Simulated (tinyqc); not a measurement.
Worked calculation: cylindrical quantum wire. Values are carried at full precision from step to step, so a last printed digit may differ when a step is redone from the rounded ones.

With hard walls E = c (x/R)^2/mw, x a zero of J_m: (1,0) 2.404826; (2,0) 5.520078; (1,1) 3.831706; (2,1) 7.015587; (1,2) 5.135622; (2,2) 8.417244; (1,3) 6.380162; (2,3) 9.761023.

Constants: hbar^2/2m0 = 3.80998211 eV angstrom^2.

Inputs chosen for the exercise (near those of a GaAs wire in AlGaAs; the results hold for these values, not for the real material): R = 97 angstrom (radius); mw = 0.0678 m0 (mass inside); V0 = 0.251 eV (barrier height); mb = 0.0927 m0 (mass outside); E = 0.0247 eV (trial energy).

## Hard-wall levels

The six lowest of these, with their orbital degeneracy; c = hbar^2/2m0.

Hard walls:
```
state  degeneracy       x  E (eV)
(1,0)           1  2.4048  0.0345
(1,1)           2  3.8317  0.0877
(1,2)           2  5.1356  0.1575
(2,0)           1  5.5201  0.1820
(1,3)           2  6.3802  0.2431
(2,1)           2  7.0156  0.2940
```

The ballistic conductance steps are 2, 4, 4, 2 e^2/h as EF passes the first four edges (spin included, one valley). The real barrier, V0 = 0.251 eV, lies below 1 value at the end of the list.

## The matching condition at a trial energy

A cylinder of radius R, isotropic masses, c = hbar^2/2m0, k = sqrt(mw E/c), kappa = sqrt(mb (V0 - E)/c). State (n, m) is J_m(k r) inside and K_m(kappa r) outside; psi and psi'/m are continuous: (k/mw) J_m'(kR)/J_m(kR) = (kappa/mb) K_m'(kappa R)/K_m(kappa R).

Both sides for the lowest state, with J_0' = -J_1 and K_0' = -K_1.

k R = 2.0336
kappa R = 7.1977
left side = -0.8683 1/angstrom
right side = -0.8544 1/angstrom

The left side falls with E and the right side rises; here the left is the smaller, so the level lies below the trial energy.

## Bound levels

All roots below V0 for angular numbers 0 to 3, two each at most; the last column is the ratio to the hard-wall level.

Finite barrier:
```
state  degeneracy  E (eV)     k R  E/E(hard)
(1,0)           1  0.0246  2.0286      0.712
(1,1)           2  0.0622  3.2267      0.709
(1,2)           2  0.1109  4.3097      0.704
(2,0)           1  0.1280  4.6298      0.703
(1,3)           2  0.1692  5.3226      0.696
(2,1)           2  0.2025  5.8226      0.689
```

6 levels of these are bound; the lowest reaches 71 % of its hard-wall value.

## Checks

- Lowest level by radial finite differences against the matching condition, eV: both 0.0246.

tinyqc: `OMP_NUM_THREADS=1 python tinyqc.py 1252352 1252353 out.jsonl`; about 0.03 s, one thread, shared Intel(R) Xeon(R) Processor @ 2.30GHz.
